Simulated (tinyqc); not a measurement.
Inside a calculation. Model: mobility of a non-polar semiconductor in the relaxation-time approximation. Computed by tinyqc, a small Python program that keeps every step. Command: `OMP_NUM_THREADS=1 python tinyqc.py 3028243 3028244 out.jsonl rta walk`. One thread of a shared host (Intel(R) Xeon(R) Processor @ 2.30GHz), about 0.01 s of CPU time with the checks. Intermediate numbers are printed to about 6 digits and carried at full precision; extremes and crossings named in words are read from the listed rows.

Each valley is treated as a sphere of mass m_d for states and rates, with one isotropic relaxation time; the conductivity mass m_c sets the current.

Inputs (values chosen for the exercise, modelled on holes in germanium):
```
quantity                                            value       unit
longitudinal mass m_l                               0.306        m_0
transverse mass m_t                                 0.306        m_0
equivalent valleys Z                                    1          -
static permittivity eps_s                              16          -
density rho                                          5323     kg/m^3
sound velocity v_l                                   5440        m/s
acoustic deformation potential D_A                      5         eV
phonon energy hbar w                                 38.5        meV
optical or intervalley deformation potential D_o      9.2  1e8 eV/cm
final valleys Z_f                                       1          -
carrier density n                                 7.9e+18     1/cm^3
compensation ratio C                                 0.44          -
temperature T                                         350          K
alloy fraction x                                    0.065          -
alloy potential U                                     1.3         eV
lattice constant a                                   5.41   angstrom
```

Band: parabolic. Impurity formula: Conwell-Weisskopf. Further scattering: alloy.

Constants: k_B = 8.617333262e-05 eV/K; m_0 = 9.1093837015e-31 kg; e = 1.602176634e-19 C; hbar = 1.054571817e-34 J s; eps_0 = 8.8541878128e-12 F/m; k_B = 1.380649e-23 J/K; hbar = 6.582119569e-16 eV s.

## Masses

m_d = (m_l m_t^2)^(1/3); 1/m_c = (1/m_l + 2/m_t)/3; Hall mass factor A = 3 K_m (K_m + 2)/(2 K_m + 1)^2, K_m = m_l/m_t; N_I = n (1 + C)/(1 - C).

density-of-states mass m_d = 0.306 m_0

conductivity mass m_c = 0.306 m_0

Hall mass factor A = 1

ionised impurity density N_I = 2.03143e+19 1/cm^3

## Fermi level and screening

Parabolic band: E = hbar^2 k^2/(2 m), speed v = hbar k/m, states per spin, volume and energy g(E) = m k/(2 pi^2 hbar^2). Here m = m_d. Masses are multiplied by m_0 and all formulas are in SI units. The reduced Fermi level eta = E_F/(k_B T) solves n = 2 Z int g f dE with f = 1/(1 + exp(x - eta)) (Z = 1 unless valleys are given); screening length L_s = sqrt(eps_s eps_0 k_B T/(e^2 dn/deta)), dn/deta = 2 Z int g f (1 - f) dE. Integrals over x = E/(k_B T) use 160 Gauss-Legendre points in u = sqrt(x) from 0 to sqrt(max(eta, 0) + 32).

reduced Fermi level eta = 0.900737

screening length L_s = 2.25145 nm

The gas is between the classical and degenerate limits.

## Rates at a few energies

Phonon occupation N_q = 1/(exp(hbar w/(k_B T)) - 1). Acoustic deformation potential (elastic, equipartition, absorption and emission together): 1/tau = 2 pi k_B T D_A^2 g(E)/(hbar rho v_l^2). Optical or intervalley deformation potential: 1/tau = (pi Z_f D_o^2/(rho w)) [N_q g(E + hbar w) + (N_q + 1) g(E - hbar w)], with g = 0 below the band edge. Each optical term is multiplied by (1 - f(E'))/(1 - f(E)), E' the final energy, for Pauli blocking. Singly charged impurities, momentum relaxation: 1/tau = N_I e^4 m (1 + 2 alpha E) Phi/(8 pi (eps_s eps_0)^2 hbar^3 k^3), with alpha = 0 for a parabolic band. Conwell-Weisskopf: Phi = ln(1 + y^2), y = 4 pi eps_s eps_0 E N_I^(-1/3)/e^2 (largest impact parameter N_I^(-1/3)/2). Alloy disorder: 1/tau = (2 pi/hbar) Omega x (1 - x) U^2 g(E), Omega = a^3/4 (other conventions for Omega rescale U).

Rates (1e12/s) at E = (max(eta, 0) + 0.5, 1, 2, 4) k_B T:
```
E (meV)  acoustic  optical  ionised impurity    alloy
42.247    0.86754  1.53103           43.9171  4.59933
57.327    1.01058  2.05820           37.6330  5.35768
87.488    1.24843  3.03703           28.0228  6.61866
147.809   1.62271  4.79203           17.6384  8.60294
```

## Mobility for each process alone

mu = (m_d/m_c) (2 Z e/(3 n k_B T)) int g v^2 tau f (1 - f) dE. Averages over x are split at the emission threshold x_0 = hbar w/(k_B T): 64 Gauss-Legendre points in sqrt(x) below it and 128 in sqrt(x - x_0) above it, up to x = max(eta, 0) + 32.

acoustic mobility = 4962.61 cm^2/(V s)

optical mobility = 2219.71 cm^2/(V s)

ionised impurity mobility = 225.927 cm^2/(V s)

alloy mobility = 936.061 cm^2/(V s)

## All processes together

Rates are added at each energy before the average. With <y> = int g v^2 y f (1 - f) dE: Hall factor r_H = A (3 n k_B T/(2 Z m_d)) <tau^2/(1 + 2 alpha E)>/<tau>^2 (alpha = 0 for a parabolic band); Hall mobility r_H mu; |S| = (k_B/e) (<x tau>/<tau> - eta); resistivity 1/(n e mu).

drift mobility mu = 146.404 cm^2/(V s)

Hall factor r_H = 1.02719

Hall mobility = 150.385 cm^2/(V s)

Seebeck coefficient |S| = 214.165 microvolt/K

resistivity = 0.00539646 ohm cm

Taking r_H = 1 in a Hall measurement would give a density 0.974 times the true one. Caution: above a few 1e18 per cm^3 the Born approximation, static screening and an unperturbed band are rough; measured mobilities are usually lower.

## Matthiessen's rule against the full average

Matthiessen's rule adds 1/mu of the separate processes.

Separate mobilities:
```
process           mu (cm^2/(V s))  share of the sum of 1/mu (%)
acoustic                  4962.61                        3.2784
optical                   2219.71                        7.3295
ionised impurity           225.93                       72.0115
alloy                      936.06                       17.3806
```

mobility by Matthiessen's rule = 162.693 cm^2/(V s)

excess of Matthiessen's rule over the full mu = 11.1261 %

The rule gives 162.7 against the full 146.4, 11.1 % too high; it can only overestimate, since each separate average is carried by the energies where that process is weak. The largest shares are ionised impurity (72 %) and alloy (17 %).

Checks made by the program: n against 2 Z (m k_B T/2 pi hbar^2)^(3/2) (2/sqrt(pi)) F_1/2(eta) by adaptive quadrature (relative difference below 1e-10); acoustic mobility against its closed form in Fermi integrals (relative difference below 1e-10); the sum rule (2 Z/(3 k_B T)) int g v^2 (1 + 2 alpha E) f (1 - f) dE = n/m_d (relative difference below 1e-10).
